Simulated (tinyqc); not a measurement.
# Worked calculation: strained alloy layer of GaSb and GaAs on (001) InP, model-solid band line-up

Program tinyqc, `OMP_NUM_THREADS=1 python tinyqc.py 2690112 2690113 out.jsonl`; Intel Xeon 2.30GHz, shared host, one thread, about 0.01 s. Printed values are rounded.

The layer is x parts of the first compound and 1 - x of the second, grown coherently on the third as substrate and barrier. Rows of the table: lattice constant a, average valence level Ea on an absolute scale, spin-orbit splitting so, gaps at Gamma, X and L, hydrostatic deformation potentials av and ac (Gamma), shear potential b, elastic constants, electron and heavy-hole (along z) masses. All are interpolated linearly in x; gaps get -C x (1 - x), taken wholly in the conduction band; real line-ups can differ from this model by 0.1 eV or more.

Inputs (values chosen for the exercise):
```
symbol  value  unit                                      meaning
x        0.44        fraction of the first compound in the layer
CG       1.43    eV                      bowing of the Gamma gap
CX        1.2    eV                          bowing of the X gap
CL        1.2    eV                          bowing of the L gap
Lw       14.8    nm                              layer thickness
```

Constants: q = 1.602176634e-19 C, hbar = 1.054571817e-34 J s, h = 6.62607015e-34 J s, m0 = 9.1093837015e-31 kg, c = 299792458 m/s, hbar^2/(2 m0) = 0.0380998212 eV nm^2. Results are converted to the units shown.

## Relaxed alloy and strain

Binary compounds, values chosen for the exercise:

|  | close to GaSb | close to GaAs | close to InP |
|---|---|---|---|
| a (angstrom) | 6.096 | 5.653 | 5.869 |
| Ea (eV) | -6.25 | -6.92 | -7.04 |
| so (eV) | 0.765 | 0.343 | 0.109 |
| EG (eV) | 0.723 | 1.41 | 1.35 |
| EX (eV) | 1.03 | 1.91 | 2.19 |
| EL (eV) | 0.801 | 1.69 | 1.91 |
| av (eV) | 0.786 | 1.17 | 1.27 |
| ac (eV) | -6.87 | -7.26 | -5.02 |
| b (eV) | -2.03 | -1.69 | -1.7 |
| c11 (GPa) | 87.8 | 120 | 102 |
| c12 (GPa) | 40.4 | 53.9 | 56.3 |
| me (m0) | 0.0395 | 0.0677 | 0.0803 |
| mh (m0) | 0.254 | 0.354 | 0.523 |

In-plane strain e = (a_substrate - a)/a, e_z = -2 (c12/c11) e, volume change 2 e + e_z.

a = 5.847920 angstrom
Gamma gap = 0.7553680 eV
X gap = 1.227120 eV
L gap = 1.003160 eV
e = 0.3604700 %
e_z = -0.3267092 %
volume change = 0.3942309 %

The relaxed alloy has its lowest gap at Gamma (direct). The layer is under tensile in-plane strain.

## Band edges and offsets

In-plane strain e = (a_substrate - a)/a, e_z = -2 (c12/c11) e, volume change 2 e + e_z. With v = 2 e + e_z and d = 2 b (e_z - e): Eav = Ea + av v; E_hh = Eav + so/3 - d/2; E_lh = Eav - so/6 + d/4 + sqrt(so^2 + so d + 9 d^2/4)/2; E_c = Ea + so/3 + EG + ac v (Gamma). Substrate: E_v = Ea + so/3, E_c = E_v + EG. Well depths: dEc = E_c(substrate) - E_c, dEhh = E_hh - E_v(substrate), dElh likewise; strained Gamma gap E_c - max(E_hh, E_lh); positive values confine carriers in the layer.

d = 0.02528270 eV
E_hh = -6.457668 eV
E_lh = -6.431796 eV
E_c = -5.721550 eV
strained Gamma gap = 0.7102458 eV
dEc = 0.06788333 eV
dEhh = 0.5459984 eV
dElh = 0.5718709 eV

The light-hole band lies on top, by 25.9 meV. At Gamma the line-up is type I, both carriers held in the layer.

## Critical thickness

In-plane strain e = (a_substrate - a)/a. Matthews-Blakeslee for 60-degree dislocations in a single layer: hc = k (ln(hc/bv) + 1), k = bv (1 - nu/4)/(4 pi |e| (1 + nu)), nu = c12/(c11 + c12), bv = a/sqrt(2); the larger root.

nu = 0.3118498
bv = 0.4135104 nm
hc = 34.86955 nm

The layer, Lw = 14.8 nm, is thinner than hc, so it stays coherent by this criterion.

## Electron to heavy-hole transition of the well

Lowest level of a finite well of width Lw and depth V: kw Lw/2 = arctan(sqrt((mw/mb)(V - E)/E)), kw = sqrt(mw E/C), C = hbar^2/(2 m0), for electrons (dEc) and heavy holes (dEhh), mb from the substrate; transition E_c - E_hh + both levels, without exciton binding; wavelength h c/E.

electron mass in the layer = 0.05529200 m0
heavy-hole mass in the layer = 0.31 m0
electron level = 13.40285 meV
heavy-hole level = 4.719482 meV
transition energy = 0.7542406 eV
wavelength = 1643.828 nm

The light-hole band lies above the heavy-hole one here, so this need not be the lowest transition.
